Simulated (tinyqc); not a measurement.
Width of the well: hydrogenic donor in a hard-walled well (variational).

Trial function cos(pi z/L) exp(-r/lam), r measured from the donor at zi, walls at +/- L/2, one eps everywhere. Counted from the lowest subband, E(lam) = c/(m lam^2) - (q/eps) I0/I1, with I0 the integral of cos^2(pi z/L) exp(-2|z - zi|/lam) over the well and I1 the same with the factor (|z - zi| + lam/2); c = hbar^2/2m0, q = e^2/(4 pi eps0). The binding energy is -E at the minimum.

Constants: hbar^2/2m0 = 3.80998211 eV angstrom^2; e^2/(4 pi eps0) = 14.39964547 eV angstrom.

Inputs chosen for the exercise (out of a larger set: near those of Ge, with one mean mass; not measured data): m = 0.116 m0 (mass); eps = 16.6 (dielectric constant); Ls = (17, 39, 64, 143, 298, 494, 1179) angstrom (widths).

Ry* = 5.7275 meV
a* = 75.727 angstrom

Donor at the centre and at the wall (zi = L/2).

Binding:

| L (angstrom) | L/a* | centre (meV) | in Ry* | wall (meV) | in Ry* | centre/wall |
|---|---|---|---|---|---|---|
| 17 | 0.22 | 18.63 | 3.253 | 13.59 | 2.373 | 1.37 |
| 39 | 0.52 | 15.65 | 2.733 | 9.76 | 1.704 | 1.60 |
| 64 | 0.85 | 13.60 | 2.375 | 7.67 | 1.339 | 1.77 |
| 143 | 1.89 | 10.34 | 1.805 | 4.92 | 0.860 | 2.10 |
| 298 | 3.94 | 7.93 | 1.385 | 3.18 | 0.556 | 2.49 |
| 494 | 6.52 | 6.81 | 1.189 | 2.38 | 0.415 | 2.86 |
| 1179 | 15.57 | 5.95 | 1.039 | 1.65 | 0.289 | 3.60 |

What can be read from this table?

At the centre the binding falls from 3.25 to 1.04 Ry*, between the limits 4 and 1. At the wall it falls from 2.37 to 0.29 Ry*, towards 1/4: the wall forces a node through the donor, as in a 2p state. With this trial function, which underbinds wall donors by about a tenth, the wall donor drops below the bulk value between 64 and 143 angstrom. The ratio grows from 1.37 to 3.60.

tinyqc: `OMP_NUM_THREADS=1 python tinyqc.py 1250479 1250480 out.jsonl`; about 0.02 s, one thread, shared Intel(R) Xeon(R) Processor @ 2.30GHz.
